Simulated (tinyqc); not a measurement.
Inside a calculation: Wannier-Stark ladder of a miniband. Values are carried at full precision from step to step, so a last printed digit may differ when a step is redone from the rounded ones.

One state in each well j = -(Nw - 1)/2 ... (Nw - 1)/2: H_jj = j e F d, H_(j,j+1) = -W/4; 1 kV/cm = 0.01 meV/angstrom. In an infinite chain the levels are j e F d and the state of well 0 has amplitude J_j(x) in size on well j, x = W/(2 e F d).

Constants: hbar = 6.58211957e-16 eV s.

Inputs chosen for the exercise (near those of a GaAs/AlGaAs superlattice; not measured data): W = 19 meV (miniband width); d = 60 angstrom (period); F = 12 kV/cm (field); Nw = 11 (wells).

## Scales

Give e F d, x, the Bloch frequency e F d/(2 pi hbar) and period, and the swing W/(e F) of a wave packet.

e F d = 7.200 meV
x = 1.3194
frequency = 1.741 THz
period = 0.574 ps
swing = 158 angstrom

## The matrix

Fill it in.

H (meV), lower triangle:
```
         -5       -4       -3       -2      -1       0       1       2       3       4       5
-5  -36.000
-4   -4.750  -28.800
-3        0   -4.750  -21.600
-2        0        0   -4.750  -14.400
-1        0        0        0   -4.750  -7.200
0         0        0        0        0  -4.750       0
1         0        0        0        0       0  -4.750   7.200
2         0        0        0        0       0       0  -4.750  14.400
3         0        0        0        0       0       0       0  -4.750  21.600
4         0        0        0        0       0       0       0       0  -4.750  28.800
5         0        0        0        0       0       0       0       0       0  -4.750  36.000
```

## Levels and the middle state

Diagonalise; give the levels, their spacings and the weights of the middle level on the wells.

levels (meV): -38.665  -29.231  -21.635  -14.401  -7.200  0.000  7.200  14.401  21.635  29.231  38.665

spacings (meV): 9.434  7.596  7.234  7.201  7.200  7.200  7.201  7.234  7.596  9.434

weights: 0.0000  0.0001  0.0018  0.0352  0.2769  0.3720  0.2769  0.0352  0.0018  0.0001  0.0000

The spacing in the middle is 1.0000 e F d and at the ends 1.310 e F d; states that reach the ends of the stack are pushed apart.

## Bessel amplitudes

With x = W/(2 e F d): J_j(x)^2 for j = 0 to 5, their running sum over -j ... j, and the spread sqrt(sum j^2 J_j^2) = x/sqrt2. For a hole fixed in well 0 the J_j^2 are the strengths of the optical lines at j e F d.

Weights:
```
j   J_j^2     sum
0  0.3720  0.3720
1  0.2769  0.9257
2  0.0352  0.9962
3  0.0018  0.9999
4  0.0001  1.0000
5  0.0000  1.0000
```

spread = 0.933 periods

The strongest line is j = 0.

## Checks

- Weight on well 1 of the middle state of 61 wells against J_1(x)^2: both 0.2769.

Program tinyqc; command `OMP_NUM_THREADS=1 python tinyqc.py 1281787 1281788 out.jsonl`; about 0.01 s on one thread of a shared Intel(R) Xeon(R) Processor @ 2.30GHz.
